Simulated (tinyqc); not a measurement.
Convergence with the plane-wave basis: k.p theory built from an empirical-pseudopotential calculation at Gamma.

Empirical pseudopotential on the fcc lattice, atoms at +/- tau, tau = a (1,1,1)/8, no spin-orbit coupling. H(G,G') = c (2 pi/a)^2 |k + G|^2 delta + VS(q) cos(q.tau) + i VA(q) sin(q.tau), q = G - G', c = hbar^2/2m0; k and G in units of 2 pi/a; VS at |q|^2 = 3, 8, 11 and VA at 3, 4, 11, in rydberg, zero elsewhere. The basis holds all G with |G|^2 up to a cut-off. Energies are counted from the fourth level at Gamma.

For a multiplet A of d_A states, W(B) = (4 c/(3 d_A)) sum over n in A, m in B and i = x, y, z of |<n|G_i|m>|^2 (G in 1/angstrom, <n|G_i|m> = sum_G c_n(G)* G_i c_m(G)); the mean inverse mass of A is 1 + sum_B W(B)/(E_A - E_B). Multiplets with W = 0 are left out.

Valence parameters: D(u) = c + 4 c^2 sum_m <n|u.G|m><m|u.G|n'>/(0 - E_m) on the valence triplet, in units of c, has eigenvalues L, M, M along [100] and (L + 2M + 2N)/3, (L + 2M - N)/3 twice along [111]; g1 = -(L + 2M)/3, g2 = -(L - M)/6, g3 = -N/6.

Constants: hbar^2/2m0 = 3.80998211 eV angstrom^2; Ry = 13.60569312 eV.

Inputs chosen for the exercise (out of a larger set: near those of ZnSe; not measured data): a = 5.664 angstrom (lattice constant); VS = (-0.234, 0.03, 0.06) Ry (symmetric form factors); VA = (0.184, 0.121, 0.03) Ry (antisymmetric form factors).

E_s is the lowest empty singlet, Ep its W to the valence triplet, m its mass.

Results:

| cut-off | plane waves | E_s (eV) | Ep (eV) | m (m0) | g1 | g2 | g3 |
|---|---|---|---|---|---|---|---|
| 8 | 27 | 3.361 | 13.15 | 0.2059 | 1.83 | 0.44 | 0.78 |
| 11 | 51 | 3.240 | 13.88 | 0.1922 | 2.00 | 0.56 | 0.80 |
| 12 | 59 | 3.291 | 13.93 | 0.1942 | 2.04 | 0.52 | 0.82 |
| 16 | 65 | 3.296 | 13.98 | 0.1940 | 2.05 | 0.53 | 0.81 |
| 19 | 89 | 3.302 | 13.99 | 0.1943 | 2.05 | 0.53 | 0.81 |
| 20 | 113 | 3.321 | 13.98 | 0.1954 | 2.05 | 0.52 | 0.81 |
| 24 | 137 | 3.325 | 13.98 | 0.1956 | 2.04 | 0.52 | 0.81 |

What can be read from this table?

Against the last row, E_s errs most, by -0.085 eV, at cut-off 11, and by -0.004 eV in the last row but one. Ep varies by 6.0 % over the table and m by 7.0 %: the mass, near E_s/Ep, inherits the errors of both. Local form factors fix the converged values only roughly. The gap is a difference of two levels, so it need not converge steadily, and here it does not.

(tinyqc, `OMP_NUM_THREADS=1 python tinyqc.py 1080072 1080073 out.jsonl`, Intel(R) Xeon(R) Processor @ 2.30GHz, 1 thread, shared host, about 0.5 s.)
